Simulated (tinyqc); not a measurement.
# Changing the temperature of use T

Model: self-consistent Fermi level with native defects, at growth and after a quench. Computed by tinyqc, a small Python program. Command: `OMP_NUM_THREADS=1 python tinyqc.py 3021784 3021785 out.jsonl scfermi sweep`. One thread of a shared host (Intel(R) Xeon(R) Processor @ 2.30GHz), about 0.1 s of CPU time with the checks.

Energies are counted from the top of the valence band (VBM); when the gap shrinks with temperature the conduction band moves and the levels stay. The added dopant is taken as fully ionised. D and A draw on one reservoir with opposite signs, as the two vacancies of a compound do.

Inputs (values chosen for the exercise, with bands modelled on GaAs):
```
quantity                                value   unit
gap E_g at 300 K                         1.43     eV
slope -dE_g/dT above 300 K            0.00039   eV/K
electron mass m_e                      0.0656    m_0
valleys M_c                                 1      -
hole mass m_h                           0.537    m_0
E_f of the neutral native donor D       2.925     eV
E_f of the neutral native acceptor A    2.338     eV
shift s of the chemical potential       0.071     eV
site density N_s                        4e+22  cm^-3
dopant density N_X                      2e+19  cm^-3
growth temperature T_g                   1030      K
```

Added shallow dopant: donor.

levels of D above the VBM, most positive state first (eV): 1.07  1.2

levels of A above the VBM, (0/-1) first (eV): 0.209  0.225

Constants: m_0 = 9.1093837015e-31 kg; k_B = 1.380649e-23 J/K; h = 6.62607015e-34 J s; k_B = 8.617333262e-05 eV/K.

Method:
- E_f(D, 0) = input + s and E_f(A, 0) = input - s; E_f(q, E_F = 0) follows from the levels, eps(q/q-1) = E_f(q - 1) - E_f(q) at E_F = 0.
- E_g(T) = E_g - slope x max(0, T - 300 K).
- N_c = 2 M_c (2 pi m_e k_B T/h^2)^(3/2) and N_v = 2 (2 pi m_h k_B T/h^2)^(3/2), masses in units of m_0.
- At growth T = T_g.
- n = N_c F_1/2((E_F - E_g)/k_B T), p = N_v F_1/2(-E_F/k_B T).
- F_1/2(eta) = (2/sqrt(pi)) int_0^infinity sqrt(x)/(1 + exp(x - eta)) dx, by the trapezoid rule in t = sqrt(x) with step 0.02 up to t = 12 (for eta < -12 by exp(eta) - exp(2 eta)/2^(3/2)).
- In equilibrium c_q = N_s exp(-(E_f(q, 0) + q E_F)/k_B T).
- Net charge = p - n + sum q c_q + N_X; the log ratio is ln(positive charge/negative charge).
- E_F is the root of the log ratio, by 50 bisections between -0.5 eV and E_g + 0.5 eV.
- After a quench the totals of D and A stay as grown, and each is shared among its charge states with weights exp(-(E_f(q, 0) + q E_F)/k_B T).

One run for each value; columns: (1) temperature of use T (K); (2) E_F after the quench (eV); (3) n after the quench (cm^-3); (4) p after the quench (cm^-3); (5) total D (cm^-3); (6) total A (cm^-3):
```
(1)     (2)         (3)         (4)         (5)         (6)
150  1.4545  3.9898e+17  4.7079e-31  3.8991e+09  9.8005e+18
210  1.4488  3.9898e+17  9.8306e-17  3.8991e+09  9.8005e+18
280  1.4400  3.9898e+17  1.0738e-07  3.8991e+09  9.8005e+18
340  1.4153  3.9898e+17  1.2502e-02  3.8991e+09  9.8005e+18
410  1.3759  3.9898e+17  1.9269e+02  3.8991e+09  9.8005e+18
470  1.3411  3.9898e+17  8.0719e+04  3.8991e+09  9.8005e+18
540  1.2992  3.9898e+17  1.7864e+07  3.8991e+09  9.8005e+18
600  1.2625  3.9898e+17  6.9463e+08  3.8991e+09  9.8005e+18
```

What does the table show, and why?

Over the rows, E_F after the quench (eV) falls from 1.45 to 1.26 (exponent d ln y / d ln x -0.012 between the first rows and -0.27 between the last). The frozen totals stay; only their charge states and the carriers answer to T. Densities far below 1 cm^-3 are nominal.
